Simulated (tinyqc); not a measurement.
Thermal, flicker and telegraph noise of a field-effect transistor: one step, computed by the program tinyqc.

Strong inversion, threshold roll-off and channel-length modulation left out; noise sources are uncorrelated and are given as one-sided spectral densities.

Question. How many traps? Active traps per decade of time constant: N_dec = N_t k_B T W L lambda ln(10); a single trap at the interface shifts the threshold by e/(W L C_ox) and the current by g_m times that; tunnelling depth for frequency f, z = lambda ln(1/(2 pi f tau_0)), tau_0 = 1e-10 s.

Inputs (values chosen for the exercise, modelled on a high-k silicon transistor):

| quantity | value | unit |
|---|---|---|
| width W | 170 | micrometre |
| length L | 780 | nm |
| electrical oxide thickness t | 1.4 | nm |
| oxide trap density N_t | 5.4e+15 | 1/(eV cm^3) |
| frequency f | 300 | Hz |
| temperature T | 300 | K |

Operating region: saturation. Flicker model: number fluctuation.

tunnelling length lambda = 1.238471 angstrom

C_ox = 2.466524 microfarad/cm^2

g_m = 53016.47 microsiemens

drain current I = 6919.877 microampere

Constants: k_B = 8.617333262e-05 eV/K; e = 1.602176634e-19 C.

Give: traps per decade; threshold step of one trap; current step of one trap; depth probed at f.

Answer.

traps per decade = 5.279

threshold step of one trap = 4.899e-05 mV

current step of one trap = 3.753e-05 %

depth probed at f = 1.918 nm

With several traps per decade their Lorentzians merge into 1/f. Caution: the probed depth exceeds the electrical oxide thickness, so in a plain SiO2 film traps would exchange with the gate and the 1/f law flattens.
